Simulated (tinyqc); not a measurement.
Signal and retention of a DRAM cell: two steps of the calculation.

A stored one starts at Vd and leaks: Cs dV/dt = -I(V), I = a sqrt((V + Vb)/(Vd + Vb)) + b, with a = Ig exp[-(Eg1 q/kB)(1/T - 1/T0)] (generation in a depletion layer) and b = Is exp[-(Es q/kB)(1/T - 1/T0)]. The bit line is precharged to Vd/2, and charge sharing gives the signal (V - Vd/2) Cs/(Cs + Cb).

Inputs (values chosen for the exercise): array voltage Vd = 1.5 V; cell capacitance Cs = 13 fF; bit-line capacitance Cb = 57 fF; smallest signal that the sense amplifier resolves dm = 47 mV; built-in plus back-bias voltage of the storage junction Vb = 1.48 V; junction leakage at V = Vd and T0 Ig = 5 fA; voltage-independent leakage at T0 Is = 2.3 fA; activation energy of Is Es = 0.31 eV; reference temperature T0 = 358 K; temperature T = 328 K; activation energy of Ig Eg1 = 0.63 eV.

Constants: q = 1.602176634e-19 C, kB = 1.380649e-23 J/K. Results are converted to the units shown.

Question 1. Signal and margin. The cell fails below Vc = Vd/2 + dm (Cs + Cb)/Cs.

Find: transfer ratio; signal of a fresh one; Vc; charge that may be lost; the same in electrons.

Answer 1.

transfer ratio = 0.1857
signal of a fresh one = 139.3 mV
Vc = 1.003 V
charge that may be lost = 6.460 fC
the same in electrons = 4.032e4

Question 2. Retention time. With s = sqrt((Vc + Vb)/(Vd + Vb)), the time from Vd to Vc is t = [2 Cs (Vd + Vb)/a] [1 - s - (b/a) ln((a + b)/(a s + b))].

Vc = 1.0030769 V

Give: a; b; retention time; estimate with the current held at a + b.

Answer 2.

a = 0.7723 fA
b = 0.9174 fA
retention time = 3.900 s
estimate with the current held at a + b = 3.823 s

Range of the model: Real arrays also hold a tail of unusually leaky cells and cells whose retention varies in time, which this model lacks.

Numbers from tinyqc (`OMP_NUM_THREADS=1 python tinyqc.py 2130146 2130147 out.jsonl`; about 0.01 s on one thread of a shared Intel Xeon 2.30GHz).
